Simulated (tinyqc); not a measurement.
## CMOS latch-up, two-transistor model: effect of the temperature

A parasitic pnp (emitter at Vdd, base shunted by Rw) and npn (emitter at ground, base shunted by Rs) feed each other: the npn collector current flows out of the pnp base node, the pnp collector current into the npn base node. Forward-active transistors with constant gains: Icn = Isn exp(Vn/Vt), Icp = Isp (exp(Vp/Vt) - 1). A current Ii is injected into the npn base node.

Isn, Isp and Von are given at 300 K; the currents scale as T^3 exp(-1.12 V/Vt), Von falls by 1.5 mV/K, gains and resistances are fixed. Node equations: Vp/Rw + Icp/bp = Icn and Vn/Rs + Icn/bn = Icp + Ii. Loop gain G = gn gp/[(1/Rw + gp/bp)(1/Rs + gn/bn)], gn = Icn/Vt, gp = (Icp + Isp)/Vt; the off state ends where G = 1, and Ii there is the trigger current. On state with both base-emitter voltages at Von: npn base current Ib = (Von/Rs + bp Von/Rw)/(bn bp - 1), holding current Ih = (bn + 1) Ib + Von/Rs, holding voltage Vh = Vsat + Von + R2 (Ib + Von/Rs).

Parameters, values chosen for the exercise; values close to those of bulk CMOS: current gain of the npn bn = 18; current gain of the pnp bp = 5.2; saturation current of the npn at the reference temperature Isn = 4.5e-15 A; saturation current of the pnp at the reference temperature Isp = 7.7e-15 A; substrate resistance shunting the npn Rs = 700 ohm; well resistance shunting the pnp Rw = 1200 ohm; resistance from the pnp collector to the npn base R2 = 230 ohm; base-emitter voltage in the on state Von = 0.67 V; saturation voltage Vsat = 0.13 V; supply voltage Vdd = 1.2 V.

Constants: q = 1.602176634e-19 C, kB = 1.380649e-23 J/K, Vt = kB T/q. Results are converted to the units shown.

Effect of the temperature:
```
T (K)	Vn at trigger (V)	trigger current (mA)	Ih (mA)	Vh (V)
233	0.7777	1.139	2.012	1.165
263	0.7231	1.058	1.894	1.104
293	0.6669	0.9741	1.777	1.044
323	0.6088	0.8876	1.659	0.9834
353	0.5490	0.7982	1.542	0.9230
383	0.4871	0.7055	1.424	0.8625
413	0.4229	0.6090	1.307	0.8021
443	0.3559	0.5076	1.189	0.7417
```

Read the table: what changes, and by how much?

As T goes from 233 to 443 K, the trigger current falls from 1.14 to 0.508 mA, Ih falls from 2.01 to 1.19 mA and Vh falls from 1.16 to 0.742 V. Vh exceeds the supply Vdd = 1.2 V, which then cannot sustain a latched state, in 0 of the 8 rows.

Computed by the program tinyqc: `OMP_NUM_THREADS=1 python tinyqc.py 2670071 2670072 out.jsonl`, one thread of a shared Intel Xeon 2.30GHz, about 0.04 s for the whole run.
